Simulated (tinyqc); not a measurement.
Vibrations of a mass or spring defect in a linear chain. Changing the defect mass M'. Computed by tinyqc, a small Python program. Command: `OMP_NUM_THREADS=1 python tinyqc.py 3013769 3013770 out.jsonl localmode sweep`. One thread of a shared host (Intel(R) Xeon(R) Processor @ 2.30GHz), about 0.05 s of CPU time with the checks.

A ring of N atoms with nearest-neighbour springs k and motion along the chain. Atom 1 is the defect, of mass M', and its two springs are k'. Odd sites are A (the defect replaces an A atom), even sites B.

Inputs (values chosen for the exercise, for a model chain):
```
quantity,value,unit
spring constant k,11.3,eV/angstrom^2
mass M_A,64.6,u
mass M_B,178,u
spring ratio k'/k at the defect,1.6,-
```

Host: diatomic.

Constants: nu for 1 eV/(angstrom^2 u) = 15.6333042 THz.

Method:
- Host bands: lambda from 0 to 2k/M(heavy) and from 2k/M(light) to 2k (1/M_A + 1/M_B).
- nu = 15.6333042 THz x sqrt(lambda), lambda in eV/(angstrom^2 u).
- D_ii = (sum of the two springs at i)/M_i, D_ij = -k_ij/sqrt(M_i M_j) for neighbours, closed into a ring.
- The same matrix for 120 atoms; amplitudes are the mass-weighted eigenvector, in size, relative to the defect, for the highest mode; its weight is the squared component of the normalised eigenvector on the defect.

One run for each value:
```
defect mass M' (u),ratio to the top of the host band,weight of the highest mode on the defect,"highest frequency, long ring (THz)"
2.6,5.4205,9.9268e-01,58.515
4.1,4.3257,9.8845e-01,46.696
6.5,3.4471,9.8165e-01,37.212
10.0,2.7930,9.7167e-01,30.150
16.0,2.2269,9.5436e-01,24.040
26.0,1.7722,9.2470e-01,19.131
41.0,1.4428,8.7683e-01,15.575
64.0,1.1975,7.8431e-01,12.927
100.0,1.0324,4.6373e-01,11.145
160.0,0.9999,5.7197e-05,10.794
```

Describe and explain the trends.

Over the rows, ratio to the top of the host band falls from 5.42 to 1.000 (exponent d ln y / d ln x -0.50 between the first rows and -0.068 between the last); weight of the highest mode on the defect falls from 0.993 to 5.72e-5 (exponent d ln y / d ln x -0.0094 between the first rows and -19 between the last); highest frequency, long ring (THz) falls from 58.5 to 10.8 (exponent d ln y / d ln x -0.50 between the first rows and -0.068 between the last). At the low end the exponent of highest frequency, long ring is -0.50, close to -0.50: a very light atom vibrates against nearly fixed neighbours. A mode above the band (ratio over 1.0005) appears for M' up to 100 u among these rows, 1.5 of the mass replaced.

Extremes, crossings and ranges named in words are read from the listed rows.
